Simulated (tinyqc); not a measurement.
# MOSFET in saturation, small-signal circuit and noise: several studies

Bias by the inversion coefficient IC = I/Ispec (charge-based model with velocity saturation; weak inversion below 0.1, strong above 10). Common-source circuit: gm, gds, Cgs, Cgd and Cj at the inner nodes, Rg in series with the gate; quasi-static, no source or drain resistance, no gate-body capacitance, no substrate network, no induced gate noise, so fmax is an upper estimate.

Values chosen for this exercise:

| symbol | value | unit | meaning |
|---|---|---|---|
| T | 300 | K | temperature |
| L | 130 | nm | gate length |
| W | 80 | um | total gate width |
| Cox | 0.71 | uF/cm^2 | gate capacitance |
| mu | 280 | cm^2/(V s) | mobility |
| n | 1.32 |  | slope factor |
| Ls | 15 | nm | velocity-saturation length |
| sg | 0.045 |  | ratio gds/gm |
| Cov | 0.37 | fF/um | overlap and fringe capacitance per side |
| Cj | 0.76 | fF/um | drain junction capacitance |
| Rsh | 8 | ohm | sheet resistance of the gate |
| Wf | 2 | um | finger width |
| Rc | 50 | ohm um | gate contact and vertical resistance |
| IC | 7.8 |  | inversion coefficient |
| gw | 0.1 |  | short-channel excess of the noise factor |
| Nt | 1.6e17 | cm^-3 eV^-1 | oxide trap density |
| lt | 0.1 | nm | tunnelling length into the oxide |
| ac | 10000 | V s/C | Coulomb scattering coefficient |

Constants: q = 1.602176634e-19 C, kB = 1.380649e-23 J/K, Vt = kB T/q. Results are converted to the units shown.

Each table varies one quantity; the others keep the values above.

## Effect of the total gate width on speed and noise

Ispec = 2 n mu Cox (W/L) Vt^2, lc = Ls/L, gms = [sqrt((lc IC + 1)^2 + 4 IC) - 1]/[2 + lc (lc IC + 1)], gm = gms Ispec/(n Vt), gds = sg gm. qs = [sqrt(1 + 4 IC) - 1]/2, Cgs = Cox W L qs (2 qs + 3)/(3 (qs + 1)^2) + Cov W, Cgd = Cov W, Cd = Cj W, Rg = Rsh (Wf/L)/(12 Nf) + Rc/W with Nf = W/Wf fingers (not rounded) contacted at both ends. fT = gm/(2 pi (Cgs + Cgd)), fmax = fT/(2 sqrt(Rg (gds + 2 pi fT Cgd))). Channel noise Sid = 4 kB T gam n gm with gam = (1/2 + (2/3) qs)/(1 + qs) + gw lc IC, qs = [sqrt(1 + 4 IC) - 1]/2, lc = Ls/L (the last term an empirical rise with velocity saturation); at the gate, white noise Sw = Sid/gm^2 + 4 kB T Rg. Number fluctuation with correlated mobility: S(f) = K/f, K = q^2 Vt lt Nt/(W L Cox^2) (1 + ac mu Cox I/gm)^2, Vt in eV with Nt per eV. Corner fc = K/Sw. IC is held fixed.

The same in every row: fT (GHz) = 22.49; fmax (GHz) = 172.7; fc (MHz) = 27.76.

Effect of the total gate width on speed and noise:
```
W (um)	I (uA)	Rg (ohm)	sqrt(Sw) (nV/Hz^0.5)
2	42.09	35.26	6.697
4.3	90.50	16.40	4.567
9.3	195.7	7.582	3.106
20	420.9	3.526	2.118
43	905.0	1.640	1.444
93	1957	0.7582	0.9821
200	4209	0.3526	0.6697
```

What does the table show?

As W goes from 2 to 200 um, fT stays at 22.5 GHz, fmax stays at 173 GHz, the white noise falls from 6.70 to 0.670 nV/Hz^0.5 and the corner stays at 27.8 MHz. Current, gm and capacitances scale with W and Rg with 1/W, so the frequencies stay while both noise powers fall as 1/W. In every row fmax exceeds 4 fT, where channel resistance and substrate losses, left out here, would cap it.

## Effect of the finger width on speed and noise

Same model as above.

Corner fc = K/Sw. IC is held fixed.

The same in every row: I (uA) = 1684; fT (GHz) = 22.49.

Result of one run:
```
Wf (um)	Rg (ohm)	fmax (GHz)	sqrt(Sw) (nV/Hz^0.5)	fc (MHz)
0.5	0.6410	202.5	1.057	27.86
```

What becomes of these results when the finger width Wf is changed from 0.5 to 0.25 um, all else the same?

Result of the changed run:
```
Wf (um)	Rg (ohm)	fmax (GHz)	sqrt(Sw) (nV/Hz^0.5)	fc (MHz)
0.25	0.6290	204.4	1.057	27.86
```

The whole series:
```
Wf (um)	Rg (ohm)	fmax (GHz)	sqrt(Sw) (nV/Hz^0.5)	fc (MHz)
0.25	0.6290	204.4	1.057	27.86
0.5	0.6410	202.5	1.057	27.86
1	0.6891	195.3	1.057	27.84
2	0.8814	172.7	1.059	27.76
4	1.651	126.2	1.065	27.45
8	4.728	74.56	1.089	26.27
```

As Wf goes from 0.25 to 8 um, fT stays at 22.5 GHz, fmax falls from 204 to 74.6 GHz, the white noise rises from 1.06 to 1.09 nV/Hz^0.5 and the corner falls from 27.9 to 26.3 MHz. The finger width leaves fT alone and acts through Rg, whose sheet part goes as Wf^2. For Wf = 0.25 to 4 um fmax exceeds 4 fT, where channel resistance and substrate losses, left out here, would cap it.

## Gains against frequency

Inner admittances at w = 2 pi f: y11 = i w (Cgs + Cgd), y12 = -i w Cgd, y21 = gm - i w Cgd, y22 = gds + i w (Cgd + Cd). Invert to Z, add Rg to Z11 and invert back to Y. |h21| = |Y21/Y11|; U = |Y21 - Y12|^2/(4 [Re Y11 Re Y22 - Re Y12 Re Y21]). MSG = |Y21/Y12|; stability factor k = [2 Re Y11 Re Y22 - Re(Y12 Y21)]/|Y12 Y21|.

The same in every row: f sqrt(U) (GHz) = 172.67.

Gains against frequency:
```
f (GHz)	|h21| (dB)	U (dB)	MSG (dB)	k
0.22	40.191	57.896	25.332	0.0032067
0.42	34.574	52.280	22.524	0.0061217
0.79	29.087	46.792	19.780	0.011514
1.5	23.519	41.223	16.996	0.021859
2.8	18.102	35.801	14.288	0.040784
5.1	12.908	30.593	11.690	0.074166
9.6	7.4642	25.099	8.9686	0.13880
18	2.1764	19.639	6.3247	0.25514
```

What does the table show?

Over the table |h21| falls by 19.9 dB a decade, U by 20.0 and MSG by 9.94. The product f sqrt(U) stays at 173 GHz, against fmax = 173 GHz from the formula. k stays below one in all rows, so the device is only conditionally stable. In every row fmax exceeds 4 fT, where channel resistance and substrate losses, left out here, would cap it.

## Integrated noise against bandwidth

Same model as above.

Corner fc = K/Sw. Mean square from f1 = 10 Hz to B: Sw (B - f1) + K ln(B/f1).

Integrated noise against bandwidth:
```
B (Hz)	spot noise at B (nV/Hz^0.5)	white part (uV rms)	1/f part (uV rms)	total (uV rms)
1000	176.4	0.03332	11.97	11.97
10000	55.80	0.1058	14.66	14.66
1e5	17.67	0.3348	16.93	16.93
1e6	5.678	1.059	18.93	18.96
1e7	2.058	3.349	20.74	21.00
1e8	1.197	10.59	22.40	24.77
1e9	1.073	33.49	23.94	41.17
```

The 1/f part adds the same power, K ln 10, in each decade and grows only from 12.0 to 23.9 uV; the white part grows as sqrt(B). It overtakes the 1/f part by B = 1e9 Hz among the rows, above the corner fc = 2.78e7 Hz of the spot noise.

Computed by the program tinyqc: `OMP_NUM_THREADS=1 python tinyqc.py 2150057 2150058 out.jsonl`, one thread of a shared Intel Xeon 2.30GHz, about 0.01 s for the whole run.
